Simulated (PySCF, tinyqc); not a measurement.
Worked calculation: CID on RHF in the sto-6g basis, for H4, spin multiplicity 1. The lowest restricted solution is unstable here: a spin-polarised one lies 0.1681 hartree lower (PySCF). One step of it, computed by the program tinyqc.

Task: Iteration 10 (converged): orbitals. Diagonalise F' = X^T F X, C = X C', fill 2 alpha and 2 beta electrons from the bottom; D = 2 C_occ C_occ^T. Each column has its largest component positive (the first on a tie).

converged F (hartree), order 1H 1s, 2H 1s, 3H 1s, 4H 1s:
$$\begin{pmatrix}
-0.129369 & -0.252183 & -0.053464 & 0.030640 \\
-0.252183 & -0.209450 & -0.332232 & -0.053464 \\
-0.053464 & -0.332232 & -0.209450 & -0.252183 \\
0.030640 & -0.053464 & -0.252183 & -0.129369
\end{pmatrix}$$

X, order 1H 1s, 2H 1s, 3H 1s, 4H 1s:
$$\begin{pmatrix}
-0.362288 & 0.676635 & 0.631840 & 0.253288 \\
0.890175 & -0.330695 & 0.257149 & 0.518251 \\
-0.890175 & -0.330695 & -0.257149 & 0.518251 \\
0.362288 & 0.676635 & -0.631840 & 0.253288
\end{pmatrix}$$

Give: F' = X^T F X; orbital energies; coefficients C; D after iteration 10.

Result:

F' = X^T F X (hartree):
$$\begin{pmatrix}
0.4089 & 0.0000 & -0.0570 & 0.0000 \\
0.0000 & 0.0647 & 0.0000 & -0.0113 \\
-0.0570 & 0.0000 & -0.2407 & 0.0000 \\
0.0000 & -0.0113 & 0.0000 & -0.4641
\end{pmatrix}$$

orbital energies (hartree): MO1 -0.4644, MO2 -0.2456, MO3 0.0649, MO4 0.4139

coefficients C, order 1H 1s, 2H 1s, 3H 1s, 4H 1s:
$$\begin{pmatrix}
0.2677 & 0.5980 & 0.6711 & -0.4158 \\
0.5111 & 0.3335 & -0.3417 & 0.8645 \\
0.5111 & -0.3335 & -0.3417 & -0.8645 \\
0.2677 & -0.5980 & 0.6711 & 0.4158
\end{pmatrix}$$

D after iteration 10, order 1H 1s, 2H 1s, 3H 1s, 4H 1s:
$$\begin{pmatrix}
0.8586 & 0.6725 & -0.1252 & -0.5719 \\
0.6725 & 0.7447 & 0.3000 & -0.1252 \\
-0.1252 & 0.3000 & 0.7447 & 0.6725 \\
-0.5719 & -0.1252 & 0.6725 & 0.8586
\end{pmatrix}$$
